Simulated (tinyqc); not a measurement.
Ion implantation: universal nuclear stopping, Lindhard-Scharff electronic stopping and a Gaussian range profile: one step, computed by the program tinyqc.

An ion slows by elastic collisions with screened nuclei and by friction with electrons; channelling is ignored and the target is uniform.

Task: Stopping at the entry energy. Reduced energy eps = 32.53 M2 E/(Z1 Z2 (M1 + M2)(Z1^0.23 + Z2^0.23)), E in keV; s_n = ln(1 + 1.1383 eps)/(2 (eps + 0.01321 eps^0.21226 + 0.19593 eps^0.5)) for eps up to 30 and ln(eps)/(2 eps) above; S_n = 8.462 Z1 Z2 M1 s_n/((M1 + M2)(Z1^0.23 + Z2^0.23)) in 1e-15 eV cm^2. S_e = k 3.83 Z1^(7/6) Z2/(Z1^(2/3) + Z2^(2/3))^(3/2) sqrt(E/M1) in 1e-15 eV cm^2, E in keV. dE/dx = N (S_n + S_e); 1e-15 eV cm^2 = 0.1 eV nm^2.

Inputs (values chosen for the exercise, modelled on carbon ions in aluminium):
```
quantity                               value    unit
ion atomic number Z1                       6       -
ion mass M1                               12       u
target atomic number Z2                   13       -
target mass M2                         26.98       u
target density N                        60.2  1/nm^3
ion energy E                             3.4     keV
scale factor of electronic stopping k      1       -
```

Give: reduced energy eps; s_n; S_n; S_e; energy loss dE/dx.

Result:

reduced energy eps = 0.2962

s_n = 0.3517

S_n = 21.57 x 1e-15 eV cm^2

S_e = 8.168 x 1e-15 eV cm^2

energy loss dE/dx = 179.0 eV/nm

Nuclear stopping carries 73 % of the loss at entry.
